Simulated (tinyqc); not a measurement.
# Length offset and series resistance from crossing lines

Problem. R_total = Rs + k (L - dL)/Vo with constant Rs, dL and k. Find k, dL and Rs.

R_total at (L, Vo) = (40, 0.37), (80, 0.37), (40, 0.9) and (80, 0.9), L in nm and Vo in V (ohm um): 761.27027  1291  524.96667  742.74444

Answer. At each overdrive R is a straight line in L with slope k/Vo; the two lines cross at L = dL, R = Rs.

k = 4.90 ohm um V/nm
dL = 9.70 nm
Rs = 360 ohm um

Numbers from tinyqc (`OMP_NUM_THREADS=1 python tinyqc.py 2282060 2282061 out.jsonl`; about 0.04 s on one thread of a shared Intel Xeon 2.30GHz).
